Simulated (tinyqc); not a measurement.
Orbital energy against energy difference: ionisation energy by orbital energies and by energy differences in the 6-31g basis, for H6, spin multiplicity 1. Computed by the program tinyqc with PySCF. Command: `OMP_NUM_THREADS=1 python tinyqc.py 110675 110676 out.jsonl`; one thread of a shared host (Intel(R) Xeon(R) Processor @ 2.60GHz), about 10 s.

Geometry (angstrom):
```
atom       x       y       z
H     0.0000  0.0000  0.0000
H     0.0000  0.0000  0.7340
H     0.0000  0.0000  1.6610
H     0.0000  0.0000  2.3950
H     0.0000  0.0000  3.3220
H     0.0000  0.0000  4.0560
```

CCSD(T) difference in the same basis = 11.1559 eV

IP-EOM-CCSD = 11.1801 eV

The cation is unrestricted; errors are against CCSD(T) in this basis, not against experiment.

First vertical ionisation energy (eV):
```
method     -e(HOMO)  E(cation) - E  error of -e(HOMO)  error of the difference
HF          11.6120      10.788322             0.4561                  -0.3675
LDA          6.8527      10.922577            -4.3031                  -0.2333
PBE          6.9349      10.991235            -4.2210                  -0.1646
B3LYP        8.1084      11.270091            -3.0474                   0.1142
PBE0         8.2662      11.186786            -2.8897                   0.0309
CAM-B3LYP    9.6191      11.284441            -1.5368                   0.1286
LC-wPBE     10.9244      11.345198            -0.2314                   0.1893
```

Koopmans errs by +0.46 eV and Delta-HF by -0.37 eV: relaxation, 0.82 eV, lowers the value and the missing correlation difference works against it. The PBE level is off by -4.2 eV through the wrong tail of its potential, though its energy difference is off by -0.16 eV; exact exchange deepens the level, and among the orbital energies LC-wPBE comes closest; among the differences PBE0 does.
